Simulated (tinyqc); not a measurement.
# Surface potential of a MOS transistor: implicit equation and explicit approximations: effect of the insulator thickness at fixed gate voltage

p-type body, charge-sheet picture, depletion and inversion only, full ionisation (an idealisation for deep acceptors), Boltzmann statistics (rough once Na exp(x - xn) passes about Nc/7). In units of Vt: xg = (Vg - Vfb)/Vt, x = psi/Vt, G = gamma/sqrt(Vt), xn = (2 phiF + Vc)/Vt. The implicit equation is (xg - x)^2 = G^2 [x - 1 + exp(x - xn)] for x above about 3. Cox = eps0 eox/tox.

ni = sqrt(Nc Nv) exp(-Eg/(2 Vt)), Eg in volts; phiF = Vt ln(Na/ni); gamma = sqrt(2 q eps0 eps_r Na)/Cox; VT = Vfb + Vt (xn + G sqrt(xn - 1)). Depletion value a = 1 + [sqrt(G^2/4 + xg - 1) - G/2]^2; inversion value b = xn + ln[(xg - xn)^2/G^2 - xn + 1] and first guess y = min(a, b) - ln(1 + exp(-|a - b|)) if a > xn + 1, else b = y = a; one second-order correction with D = exp(y - xn), p = 2 (xg - y) + G^2 (1 + D), w = (xg - y)^2 - G^2 (y - 1 + D): z = y + 2 w/(p + sqrt(p^2 - 2 (2 - G^2 D) w)), or the Newton step z = y + w/p where the root is not real. N_inv = (Cox Vt G/q) [sqrt(x - 1 + exp(x - xn)) - sqrt(x - 1)] at the root. Lambert form (Cox m Vt/q) W0[(G/(2 m sqrt(xn - 1))) exp((Vg - VT)/(m Vt))], m = 1 + G/(2 sqrt(xn - 1)). Errors under 1e-4 mV, and the linear form below VT, are printed as 0.

Parameters, values chosen for the exercise; band and dielectric values close to those of silicon: temperature T = 300 K; band gap Eg = 1.12 eV; relative permittivity eps_r = 11.5; conduction-band density of states at T Nc = 2.75e19 cm^-3; valence-band density of states at T Nv = 2.63e19 cm^-3; relative permittivity of the gate insulator (close to silicon dioxide) eox = 3.9; acceptor density Na = 2.8e16 cm^-3; flat-band voltage Vfb = -0.83 V; channel-body voltage Vc = 0 V; gate-body voltage Vg = -0.26 V.

Constants: q = 1.602176634e-19 C, kB = 1.380649e-23 J/K, Vt = kB T/q, eps0 = 8.8541878128e-14 F/cm where lengths are in cm. Results are converted to the units shown.

The same in every row: Cox (Vg - VT)/q (cm^-2) = 0.

Effect of the insulator thickness at fixed gate voltage:
```
tox (nm),psi (V),x - xn,error of y (mV),error of z (mV),N_inv (cm^-2),Lambert form (cm^-2)
1.6,0.53830,-8.7664,1.21e-4,0,1.6791e6,1.3704e6
2.1,0.52878,-9.1346,1.10e-4,0,1.1729e6,9.4018e5
2.9,0.51392,-9.7093,0,0,6.7017e5,5.2076e5
4,0.49423,-10.471,0,0,3.1935e5,2.3659e5
5.5,0.46869,-11.459,0,0,1.2231e5,84082
7.5,0.43690,-12.689,0,0,37122,22687
10,0.40056,-14.094,0,0,9533.3,4886.4
14,0.34953,-16.068,0,0,1424.8,516.70
```

What does the comparison show?

As tox goes from 1.6 to 14, psi falls from 0.538 to 0.350 V, x - xn falls from -8.77 to -16.1 and N_inv falls from 1.68e6 to 1420 cm^-2. The Lambert form lies between 0.363 and 0.816 times N_inv.

Numbers from tinyqc (`OMP_NUM_THREADS=1 python tinyqc.py 2122048 2122049 out.jsonl`; about 0.01 s on one thread of a shared Intel Xeon 2.30GHz).
